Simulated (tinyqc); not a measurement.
# Quantum point contact as a saddle point with Zeeman splitting: effects of single changes

Potential V0 - m wx^2 x^2/2 + m wy^2 y^2/2; energies are counted from V0. Mode n = 0, 1, ... transmits T_n(E) = 1/(1 + exp(-2 pi (E - E_n)/wx)), E_n = wy (n + 1/2) +/- Ez/2 for the two spins, Ez = gs muB B, muB = q hbar/(2 m0); each spin carries q^2/h.

Inputs (values chosen for the exercise):
- T = 0.3 K (temperature)
- wy = 4 meV (transverse quantum hbar wy)
- wx = 2.4 meV (curvature of the barrier hbar wx)
- mu = 10.3 meV (Fermi level above the saddle point)
- gs = 5.1 (size of the g factor)
- B = 8 T (in-plane magnetic field)

Constants: q = 1.602176634e-19 C, kB = 1.380649e-23 J/K, hbar = 1.054571817e-34 J s, m0 = 9.1093837015e-31 kg, Vt = kB T/q. Results are converted to the units shown.

Each table varies one quantity; the others keep the values above.

## Conductance steps

g(T) = int g(E) (-df/dE) dE = int g(mu + x kB T) dx/(4 cosh^2(x/2)), g(E) the zero-temperature value at E, g = G/(2 q^2/h).

Conductance steps:
```
mu (meV)	g at T = 0	g(T)	dg/dmu (1/meV)
0	0.05254	0.05282	0.1236
0.86	0.2645	0.2645	0.3282
1.71	0.4663	0.4661	0.1332
2.57	0.5804	0.5807	0.2001
3.43	0.8411	0.8409	0.3284
4.29	1.074	1.074	0.2753
5.14	1.349	1.348	0.2892
6	1.500	1.500	0.1111
6.86	1.651	1.652	0.2892
7.71	1.926	1.926	0.2753
8.57	2.159	2.159	0.3284
9.43	2.420	2.419	0.2003
10.29	2.534	2.535	0.1350
11.14	2.742	2.742	0.3441
12	3.000	3.000	0.2471
```

Read the table: what changes, and by how much?

g rises from 0.0528 to 3.00. The slope is smallest, 0.111 per meV, at mu = 6 meV (g = 1.50) and largest, 0.344, at 11.14 meV among the rows after the first. A riser is wx/(2 pi) = 0.382 meV wide by tunnelling and kB T = 0.0259 meV by heat, against the spacing wy = 4 meV and Ez = 2.36 meV.

## Differential conductance at finite bias

Same model as above.

With the bias V split evenly and the saddle held fixed, dI/dV = [g(mu + V/2) + g(mu - V/2)]/2, each thermally averaged.

Results:
```
V (mV)	g(mu + V/2)	g(mu - V/2)	dI/dV
0	2.536	2.536	2.536
0.8	2.609	2.489	2.549
1.6	2.728	2.433	2.580
2.4	2.863	2.337	2.600
3.2	2.975	2.203	2.589
4	3.077	2.077	2.577
4.8	3.203	1.975	2.589
5.6	3.337	1.863	2.600
6.4	3.433	1.728	2.580
8	3.536	1.536	2.536
8.8	3.609	1.489	2.549
```

Estimate the missing row, V = 7.2 mV.

Computed row:
```
V (mV)	g(mu + V/2)	g(mu - V/2)	dI/dV
7.2	3.489	1.609	2.549
```

With this row back in the table: dI/dV moves up and down between 2.54 and 2.60 in units of 2 q^2/h. Right-movers gain modes (2.54 to 3.61) while left-movers lose them (2.54 to 1.49).

Range of the model: Orbital effects of the in-plane field and interactions (such as the 0.7 feature) are left out.

tinyqc, about 0.03 s, one thread, Intel Xeon 2.30GHz (shared host): `OMP_NUM_THREADS=1 python tinyqc.py 2740020 2740021 out.jsonl`
